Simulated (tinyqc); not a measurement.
Donor binding, ionisation and the Mott limit: two steps of the calculation.

Hydrogenic donor: Ry = (m0 q^3/(8 eps0^2 h^2)) me/eps_r^2 in eV, E0 = cc Ry, radius a = q/(8 pi eps0 eps_r E0), Mott density Nm = (0.26/a)^3. Below Nm the level sinks as Ed = E0 [1 - (N/Nm)^(1/3)]. Neutrality: Nc F12(eta) = N/(1 + 2 exp(eta + Ed/kB T)), F12(x) = (2/sqrt(pi)) int_0^infinity sqrt(u)/(1 + exp(u - x)) du.

Values chosen for this exercise; band and dielectric values those of a made-up semiconductor: temperature T = 100 K; relative permittivity eps_r = 9.88; mass in the hydrogenic formula, set independently of Nc me = 0.365 m0; conduction-band density of states at 100 K Nc = 2.69e18 cm^-3; ratio of the true binding energy to the hydrogenic one cc = 1.3; donor density N = 1.4e17 cm^-3.

Constants: q = 1.602176634e-19 C, kB = 1.380649e-23 J/K, eps0 = 8.8541878128e-12 F/m, h = 6.62607015e-34 J s, m0 = 9.1093837015e-31 kg, Vt = kB T/q. Results are converted to the units shown.

Problem 1. Binding energy, radius and Mott density. The mean spacing of the donors is N^(-1/3).

Give: Ry; E0; a; Nm; spacing over a; Ed.

Solution 1.

Ry = 50.874 meV
E0 = 66.137 meV
a = 1.1018 nm
Nm = 1.3139e19 cm^-3
spacing over a = 17.478
Ed = 51.583 meV

Problem 2. Ionisation. Solve the neutrality equation for eta. Boltzmann form: with k = (Nc/2) exp(-Ed/kB T) the ionised share is [-k + sqrt(k^2 + 4 k N)]/(2 N).

Ed = 51.583270 meV

Give: eta; ionised share; n; ionised share, Boltzmann form.

Solution 2.

eta = -4.8936
ionised share = 14.362 %
n = 2.0107e16 cm^-3
ionised share, Boltzmann form = 14.380 %

With the level held at E0 the share would be 6.46 %.

Range of the model: A sharp level with degeneracy 2 overstates freeze-out near Nm, where the impurity band broadens and merges with the conduction band.

tinyqc, about 0.01 s, one thread, Intel Xeon 2.30GHz (shared host): `OMP_NUM_THREADS=1 python tinyqc.py 2330045 2330046 out.jsonl`
